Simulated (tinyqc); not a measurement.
Gamma, L and X subbands of a thin body with non-parabolic valleys: sweeps and comparisons. A value that a table varies takes the place of the one given here.

Hard walls, flat band, c = hbar^2/2m0, energies from the bulk Gamma edge. For a valley at angle theta to the normal 1/m_z = cos^2/ml + sin^2/mt and m_d = sqrt(ml mt^2/m_z). Subband n starts at E_v + e with e (1 + a e) = c (n pi/t)^2/m_z, and its density-of-states mass is taken as m_d (1 + 2 a e), without further growth at higher in-plane energy. Groups are named by valley and degeneracy.

n_i = g m/(2 pi c) kB T ln(1 + exp((EF - E_i)/kB T)), sum n_i = Ns (1e12/cm^2 = 1e-4/angstrom^2), c = hbar^2/2m0. Quantum capacitance Cq = 1602.176634 sum g m/(2 pi c) f_i in microfarad/cm^2 with f_i = 1/(1 + exp((E_i - EF)/kB T)); Cox = 34.5313/eot (one gate); C/Cox = Cq/(Cq + Cox), the centroid term left out.

Constants: hbar^2/2m0 = 3.80998211 eV angstrom^2; kB = 8.617333262e-05 eV/K.

Values chosen for the exercise (near those of a thin GaSb channel; the results hold for these values, not for the real material): face = 111 (surface); mG = 0.0393 m0 (Gamma mass); aG = 1.14 1/eV (Gamma non-parabolicity); EL = 0.051 eV (L edge above Gamma); mL = (1.268, 0.101) m0 (L valleys (four, along <111>): ml, mt); EX = 0.318 eV (X edge above Gamma); mX = (1.496, 0.222) m0 (X valleys (three, along <100>): ml, mt); aS = 0.37 1/eV (non-parabolicity of L and X); Ns = 8 x 1e12/cm^2 (sheet density); T = 300 K (temperature); eot = 7 angstrom (equivalent oxide thickness); ts = (20, 26, 34, 45, 60, 85, 130) angstrom (thicknesses); t = 54 angstrom (body thickness); Nl = (0.5, 1, 2, 4, 7, 11, 16) x 1e12/cm^2 (sheet densities).

## Thinning the body

Lowest edge of each valley type, the lowest group, the Gamma share and C/Cox, with n = 1 to 8 of all groups.

Results:

| t (angstrom) | Gamma (eV) | L (eV) | X (eV) | lowest | Gamma share (%) | C/Cox |
|---|---|---|---|---|---|---|
| 20 | 1.075 | 0.123 | 0.593 | L1 | 0.0 | 0.652 |
| 26 | 0.759 | 0.094 | 0.487 | L1 | 0.0 | 0.717 |
| 34 | 0.520 | 0.076 | 0.419 | L1 | 0.0 | 0.749 |
| 45 | 0.340 | 0.066 | 0.377 | L1 | 0.0 | 0.828 |
| 60 | 0.214 | 0.059 | 0.351 | L1 | 0.2 | 0.869 |
| 85 | 0.117 | 0.055 | 0.335 | L1 | 1.4 | 0.885 |
| 130 | 0.053 | 0.053 | 0.325 | L1 | 4.0 | 0.892 |

What can be read from the table?

From 130 down to 20 angstrom Gamma rises by 1.02 eV, L by 0.07 and X by 0.27 eV, the light Gamma mass moving most. L1 stays lowest throughout. The Gamma share goes from 4 % to 0 %. C/Cox is 0.89 and 0.65 at the ends and lies between 0.65 and 0.89. Hard walls overstate the rise in the thinnest rows.

## Raising the sheet density

Fixed thickness, n = 1 to 8 of all groups; the gate overdrive above the lowest edge is (EF - E_lowest)/e + 0.1602177 Ns/Cox in volts.

Results:

| Ns (1e12/cm^2) | EF - lowest (eV) | Gamma share (%) | Cq | C/Cox | overdrive (V) |
|---|---|---|---|---|---|
| 0.5 | -0.030 | 0.0 | 2.84 | 0.365 | -0.014 |
| 1.0 | -0.010 | 0.0 | 5.28 | 0.517 | 0.023 |
| 2.0 | 0.012 | 0.0 | 9.50 | 0.658 | 0.077 |
| 4.0 | 0.037 | 0.0 | 16.78 | 0.773 | 0.167 |
| 7.0 | 0.060 | 0.1 | 26.88 | 0.845 | 0.287 |
| 11.0 | 0.079 | 0.1 | 39.53 | 0.889 | 0.436 |
| 16.0 | 0.096 | 0.1 | 53.36 | 0.915 | 0.616 |

What does this show?

The lowest subband is L1 n=1; the light Gamma level lies 193 meV above it, lifted there by confinement. At the highest density band filling takes 0.096 V of the 0.616 V overdrive. Cq grows from 2.8 to 53.4 microfarad/cm^2 while EF moves from -0.030 to +0.096 eV against the lowest edge; the Gamma share stays near 0 %.

## What each parameter does

n = 1 to 8 of all groups. Each row changes one parameter from the base and keeps the others.

Results:

| case | lowest edge (eV) | EF (eV) | Gamma share (%) | C/Cox |
|---|---|---|---|---|
| base | 0.061 | 0.126 | 0.1 | 0.859 |
| t = 62 angstrom | 0.059 | 0.108 | 0.2 | 0.872 |
| mG = 0.0452 m0 | 0.061 | 0.126 | 0.2 | 0.859 |
| aG = 0.8 1/eV | 0.061 | 0.126 | 0.0 | 0.859 |
| EL = 0.001 eV | 0.011 | 0.076 | 0.0 | 0.859 |
| Ns = 12 x 1e12/cm^2 | 0.061 | 0.144 | 0.1 | 0.896 |
| eot = 5 angstrom | 0.061 | 0.126 | 0.1 | 0.814 |
| T = 250 K | 0.061 | 0.133 | 0.0 | 0.866 |

What does this show?

The largest shifts from the base row, up to three for each result and ties (the steps differ in size, so this ranks the rows, not the parameters). lowest edge (eV): EL -0.050, t -0.002; unchanged at the printed digits by mG, aG, Ns, eot and T. EF (eV): EL -0.050, t -0.018, Ns +0.018; unchanged at the printed digits by mG, aG and eot. Gamma share (%): t +0.1, mG +0.1, EL -0.1; unchanged at the printed digits by Ns and eot. C/Cox: eot -0.046, Ns +0.037, t +0.012; unchanged at the printed digits by mG, aG and EL.

tinyqc: `OMP_NUM_THREADS=1 python tinyqc.py 1252301 1252302 out.jsonl`; about 0.05 s, one thread, shared Intel(R) Xeon(R) Processor @ 2.30GHz.
